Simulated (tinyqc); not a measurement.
Insulator thickness and V0 from two charges.

Problem. In an undoped wire Vg - V0 = Q/Cox + Vt ln(Q/Q0) + Vt ln(1 + Q/Q0) at the source, with Q0 = 4 eps0 eps_r Vt/R and Cox = eps0 eox/(R ln(1 + tox/R)). Find Cox, tox and V0.

Values chosen for this exercise; material values those of a made-up semiconductor:
```
symbol,value,unit,meaning
T,350,K,temperature
eps_r,14.3,,relative permittivity of the semiconductor
eox,8.57,,relative permittivity of the gate insulator
R,20,nm,wire radius
```

Constants: q = 1.602176634e-19 C, kB = 1.380649e-23 J/K, Vt = kB T/q, eps0 = 8.8541878128e-14 F/cm where lengths are in cm. Results are converted to the units shown.

Qs at Vg = 1.01 and 1.41 V (nC/cm^2): [727.76394, 2277.3707]

Answer. The two equations are linear in 1/Cox and V0; tox follows by inverting the logarithm.

Cox = 4.651 uF/cm^2
tox = 1.700 nm
V0 = 0.7145 V

Computed by the program tinyqc: `OMP_NUM_THREADS=1 python tinyqc.py 2460059 2460060 out.jsonl`, one thread of a shared Intel Xeon 2.30GHz, about 0.02 s for the whole run.
